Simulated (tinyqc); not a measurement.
Inside a calculation. Method: one-electron ion in a basis of Gaussians. One step of it, computed by the program tinyqc.

Task: Matrices over normalised Gaussians. With p = a_i + a_j and I(k) = Gamma((k+1)/2) / (2 p^((k+1)/2)): S = I(2l+2), T = (2l+3) a_i a_j S / p, V = -Z I(2l+1), each divided by sqrt(S_ii S_jj).

exponents of r^l exp(-a r^2) (1/bohr^2): 0.005525  0.007244  0.009497  0.012450

Z = 1

l = 2

Give: S; T; V.

Result:

S:
```
        1       2       3       4
1  1.0000  0.9685  0.8809  0.7549
2  0.9685  1.0000  0.9685  0.8809
3  0.8809  0.9685  1.0000  0.9685
4  0.7549  0.8809  0.9685  1.0000
```

T (hartree):
```
        1       2       3       4
1  0.0193  0.0212  0.0215  0.0202
2  0.0212  0.0254  0.0279  0.0282
3  0.0215  0.0279  0.0332  0.0365
4  0.0202  0.0282  0.0365  0.0436
```

V (hartree):
```
         1        2        3        4
1  -0.0633  -0.0659  -0.0650  -0.0609
2  -0.0659  -0.0724  -0.0754  -0.0744
3  -0.0650  -0.0754  -0.0829  -0.0863
4  -0.0609  -0.0744  -0.0863  -0.0950
```
